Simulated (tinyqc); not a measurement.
Worked calculation: geometry optimisation on the UHF/6-311g surface (energies and gradients from PySCF), for H2-, spin multiplicity 2. The basis has no diffuse functions, so it cannot describe the extra electron: this is an exercise in the method, not the real anion. One step of it, computed by the program tinyqc.

Problem. Step 3: move. Quasi-Newton step p = -H^(-1) g (the inverse Hessian comes from BFGS updates; coordinates in the order x, y, z of each atom); steps longer than 0.5 bohr are cut back.

positions after step 2 (bohr), order 1H, 2H:
$$\begin{pmatrix}
0.000000 & 0.000000 & -0.225881 \\
0.000000 & 0.000000 & 1.561918
\end{pmatrix}$$

gradient (hartree/bohr), order 1H, 2H:
$$\begin{pmatrix}
0.00000000 & 0.00000000 & 0.01609903 \\
0.00000000 & 0.00000000 & -0.01609903
\end{pmatrix}$$

inverse Hessian in use (bohr^2/hartree):
$$\begin{pmatrix}
1.666667 & 0.000000 & 0.000000 & 0.000000 & 0.000000 & 0.000000 \\
0.000000 & 1.666667 & 0.000000 & 0.000000 & 0.000000 & 0.000000 \\
0.000000 & 0.000000 & 3.895070 & 0.000000 & 0.000000 & -2.228403 \\
0.000000 & 0.000000 & 0.000000 & 1.666667 & 0.000000 & 0.000000 \\
0.000000 & 0.000000 & 0.000000 & 0.000000 & 1.666667 & 0.000000 \\
0.000000 & 0.000000 & -2.228403 & 0.000000 & 0.000000 & 3.895070
\end{pmatrix}$$

Give: positions after step 3.

Solution.

positions after step 3 (bohr), order 1H, 2H:
$$\begin{pmatrix}
0.000 & 0.000 & -0.324 \\
0.000 & 0.000 & 1.660
\end{pmatrix}$$
